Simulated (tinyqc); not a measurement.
# Capacitance of parallel on-chip lines from Laplace's equation on a mesh, step by step

Computed by the program tinyqc: `OMP_NUM_THREADS=1 python tinyqc.py 2790106 2790107 out.jsonl`, one thread of a shared Intel Xeon 2.30GHz, about 0.9 s for the whole run. Printed values are rounded.

Cross-section of an endless row of equal lines between two grounded planes; neighbours are driven in antiphase (+1 V and -1 V), so the plane midway between two lines is at 0 V. By symmetry one quarter is solved: x runs from the centre of a line (column 0, mirror) to that midplane (column 4, 0 V), y from the mid-height of the line (row 0, mirror) to the ground plane (row 4, 0 V). The line fills columns 0 to 1 and rows 0 to 1 at 1 V. Cells beside the line (below row 1) have e2, cells above have e1. Each link between nodes has the conductance g = mean permittivity of the two cells beside it (a cell beyond a mirror counts as 0), and the free nodes obey sum g (V_neighbour - V) = 0.

Parameters, values chosen for the exercise:
```
symbol,value,unit,meaning
e1,3.9,,relative permittivity above and below the lines
e2,2,,relative permittivity between the lines
om,1.2,,over-relaxation factor
```

Constants: eps0 = 8.8541878128e-12 F/m. Results are converted to the units shown.

## Link conductances

gx[j, i] joins node (row j, column i) to column i + 1, gy[j, i] to row j + 1.

gx:

|  | col 0 | col 1 | col 2 | col 3 |
|---|---|---|---|---|
| row 0 | 1 | 1 | 1 | 1 |
| row 1 | 2.95 | 2.95 | 2.95 | 2.95 |
| row 2 | 3.9 | 3.9 | 3.9 | 3.9 |
| row 3 | 3.9 | 3.9 | 3.9 | 3.9 |
| row 4 | 1.95 | 1.95 | 1.95 | 1.95 |

gy:

|  | col 0 | col 1 | col 2 | col 3 | col 4 |
|---|---|---|---|---|---|
| row 0 | 1 | 2 | 2 | 2 | 1 |
| row 1 | 1.95 | 3.9 | 3.9 | 3.9 | 1.95 |
| row 2 | 1.95 | 3.9 | 3.9 | 3.9 | 1.95 |
| row 3 | 1.95 | 3.9 | 3.9 | 3.9 | 1.95 |

## Iteration 1: relaxation sweep

V at the start (V):

|  | col 0 | col 1 | col 2 | col 3 | col 4 |
|---|---|---|---|---|---|
| row 0 | 1 | 1 | 0 | 0 | 0 |
| row 1 | 1 | 1 | 0 | 0 | 0 |
| row 2 | 0 | 0 | 0 | 0 | 0 |
| row 3 | 0 | 0 | 0 | 0 | 0 |
| row 4 | 0 | 0 | 0 | 0 | 0 |

One sweep visits the free nodes row by row from row 0, left to right, and replaces V by V + om (weighted mean of the neighbours - V), using new values at once.

V after sweep 1 (V):

|  | col 0 | col 1 | col 2 | col 3 | col 4 |
|---|---|---|---|---|---|
| row 0 | 1.000000 | 1.000000 | 0.300000 | 0.090000 | 0.000000 |
| row 1 | 1.000000 | 1.000000 | 0.361017 | 0.126610 | 0.000000 |
| row 2 | 0.300000 | 0.390000 | 0.225305 | 0.105575 | 0.000000 |
| row 3 | 0.090000 | 0.144000 | 0.110792 | 0.064910 | 0.000000 |
| row 4 | 0.000000 | 0.000000 | 0.000000 | 0.000000 | 0.000000 |

## Iteration 2: relaxation sweep

As before.

V after sweep 2 (V):

|  | col 0 | col 1 | col 2 | col 3 | col 4 |
|---|---|---|---|---|---|
| row 0 | 1.000000 | 1.000000 | 0.483610 | 0.203049 | 0.000000 |
| row 1 | 1.000000 | 1.000000 | 0.453499 | 0.193898 | 0.000000 |
| row 2 | 0.501000 | 0.483092 | 0.300826 | 0.146775 | 0.000000 |
| row 3 | 0.218700 | 0.214975 | 0.152055 | 0.076667 | 0.000000 |
| row 4 | 0.000000 | 0.000000 | 0.000000 | 0.000000 | 0.000000 |

## Course of the relaxation

Stop when no node changes by 1e-7 V. C = 4 eps0 sum g (difference of V along the link)^2, in aF/um.

Course of the iteration:

| sweep | C (aF/um) | largest change (V) |
|---|---|---|
| 1 | 186.4363 | 0.390 |
| 2 | 159.4583 | 0.201 |
| 3 | 156.3463 | 0.0543 |
| 4 | 155.8624 | 0.0249 |
| 5 | 155.8069 | 9.56e-3 |
| 6 | 155.8011 | 2.68e-3 |
| 7 | 155.8004 | 9.61e-4 |
| 8 | 155.8004 | 3.25e-4 |
| 9 | 155.8004 | 1.06e-4 |
| 10 | 155.8004 | 3.56e-5 |
| 11 | 155.8004 | 1.20e-5 |
| 12 | 155.8004 | 3.96e-6 |
| 13 | 155.8004 | 1.32e-6 |
| 14 | 155.8004 | 4.42e-7 |
| 15 | 155.8004 | 1.47e-7 |
| 16 | 155.8004 | 4.91e-8 |

Converged in 16 sweeps. Over the last four sweeps the change shrinks by about 0.33 a sweep. C comes down from above, since the solution minimises the energy.

## Capacitance per length

converged V (V):

|  | col 0 | col 1 | col 2 | col 3 | col 4 |
|---|---|---|---|---|---|
| row 0 | 1.000000 | 1.000000 | 0.574923 | 0.258152 | 0.000000 |
| row 1 | 1.000000 | 1.000000 | 0.520769 | 0.228843 | 0.000000 |
| row 2 | 0.591751 | 0.547650 | 0.351320 | 0.166094 | 0.000000 |
| row 3 | 0.271703 | 0.247530 | 0.170766 | 0.084215 | 0.000000 |
| row 4 | 0.000000 | 0.000000 | 0.000000 | 0.000000 | 0.000000 |

C = 4 eps0 sum g (difference of V)^2 over all links (twice the energy of the four quarters, line at 1 V). Plate estimate without fringing: eps0 [2 e1 w/hd + 2 e2 t/(s/2)], w = 2 hx, t = 2 hx, s/2 = 3 hx, hd = 3 hx.

C = 155.8004 aF/um
plate estimate = 69.65294 aF/um

C depends on the shape only, not on the mesh step hx. Meshes 6, 12 and 24 times finer extrapolate (Aitken) to 141.2 aF/um; this mesh is 10 % above that, and the plate estimate is 51 % below it.
